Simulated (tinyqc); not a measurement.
## Ideality, resistance and saturation current from three points

Inverse problem. Well above I0 a diode obeys V = n Vt ln(I/I0) + Rs I. Find n, Rs and I0.

Parameters, values chosen for the exercise: temperature T = 400 K.

Constants: q = 1.602176634e-19 C, kB = 1.380649e-23 J/K, Vt = kB T/q. Results are converted to the units shown.

I (A): 0.00014  0.0016  0.017
V (V): 0.38850361  0.50653176  0.85875044

Solution. The equation is linear in a = n Vt, Rs and c = -a ln I0; three points give a 3 x 3 system.

n = 1.110
Rs = 17.00 ohm
I0 = 5.798e-9 A

tinyqc, about 0.01 s, one thread, Intel Xeon 2.30GHz (shared host): `OMP_NUM_THREADS=1 python tinyqc.py 2640089 2640090 out.jsonl`
